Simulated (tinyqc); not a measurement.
Against voltage: leakage through a gate insulator: direct, Fowler-Nordheim, trap-assisted and Poole-Frenkel currents. Computed by tinyqc, a small Python program. Command: `OMP_NUM_THREADS=1 python tinyqc.py 3006849 3006850 out.jsonl oxideleak walk`. One thread of a shared host (Intel(R) Xeon(R) Processor @ 2.30GHz), about 0.01 s of CPU time with the checks.

Electrons enter from the cathode Fermi level at x = 0; the conduction band of the insulator lies phi_b - e F x above it, F = V/t. WKB exponents use a parabolic band with mass m.

Inputs (values chosen for the exercise, with an insulator like Al2O3):

| quantity | value | unit |
|---|---|---|
| thickness t | 3.5 | nm |
| barrier phi_b | 2.26 | eV |
| tunnelling mass m | 0.37 | m_0 |
| static constant eps_ox | 9.1 | - |
| trap depth phi_t | 1.5 | eV |
| trap density N_t | 8.2e+17 | cm^-3 |
| attempt rate nu_0 | 2e+12 | 1/s |
| activation of capture E_a | 0.23 | eV |
| temperature T | 400 | K |

Constants: e = 1.602176634e-19 C; hbar = 1.054571817e-34 J s; hbar^2/(2 m_0) = 3.80998212 eV angstrom^2; k_B = 8.617333262e-05 eV/K.

Method:
- For a level a distance phi(x) below the band, the WKB exponent is 2 int kappa dx with kappa = sqrt(m phi/(hbar^2/2m_0)); for a linear barrier from phi_1 down to phi_2 = max(phi_1 - e F d, 0) it is G = (4/3) sqrt(m/(hbar^2/2m_0)) (phi_1^(3/2) - phi_2^(3/2))/(e F).
- J_tun = e^3 F^2/(16 pi^2 hbar m phi_b) x exp(-G) / [1 - sqrt(phi_2/phi_b)]^2 with the free-electron mass in the cathode (m in m_0), phi_2 = max(phi_b - e V, 0): direct tunnelling for e V < phi_b, Fowler-Nordheim above. Image forces, back-flow and the limit on supply are left out, so J_tun is overstated below about 0.5 V.
- A trap at depth x lies phi_t below the band. Capture: tunnel at the cathode Fermi level from 0 to x (G_in from phi_1 = phi_b), rate nu_0 exp(-G_in - E_c/k_B T) with E_c = E_a + max(phi_b - phi_t - e F x, 0), the last term being the height of the trap above the cathode Fermi level. Emission: tunnel from the trap level to the anode (G_out from phi_1 = phi_t over t - x), rate nu_0 exp(-G_out - E_a/k_B T). Re-emission to the cathode follows from detailed balance, rate_back = rate_in exp(dE/k_B T) with dE = phi_b - phi_t - e F x. Each trap passes R = rate_in rate_out/(rate_in + rate_back + rate_out) electrons per second; filling from the anode is left out.
- J_TAT = e N_t int_0^t R dx by the midpoint rule on 400 intervals; the most effective depth is the midpoint with the largest R, rounded to 0.01 nm.

Currents:

| V (V) | F (MV/cm) | J_tun (A/cm^2) | J_TAT (A/cm^2) | best depth (nm) |
|---|---|---|---|---|
| 0.42 | 1.200 | 7.6888e-06 | 2.8536e-13 | 1.60 |
| 0.85 | 2.429 | 3.8634e-05 | 3.3143e-10 | 1.68 |
| 1.28 | 3.657 | 2.2278e-04 | 2.7383e-07 | 2.08 |
| 1.71 | 4.886 | 1.5555e-03 | 9.7176e-06 | 1.56 |
| 2.14 | 6.114 | 1.4498e-02 | 4.9186e-05 | 1.37 |
| 2.56 | 7.314 | 4.0912e-01 | 2.4844e-04 | 1.13 |
| 2.99 | 8.543 | 8.9571e+00 | 1.0080e-03 | 0.97 |
| 3.42 | 9.771 | 9.3585e+01 | 2.8819e-03 | 0.84 |
| 3.85 | 11.000 | 5.9545e+02 | 6.5618e-03 | 0.76 |

Tunnelling without traps rules in every row. Over the range J_tun grows by 7.9 decades and J_TAT by 10.4. The highest rows may lie beyond breakdown. Below about 0.5 V the formula for J_tun, which has no back-flow, overstates the current.

Extremes, crossings and ranges named in words are read from the listed rows.
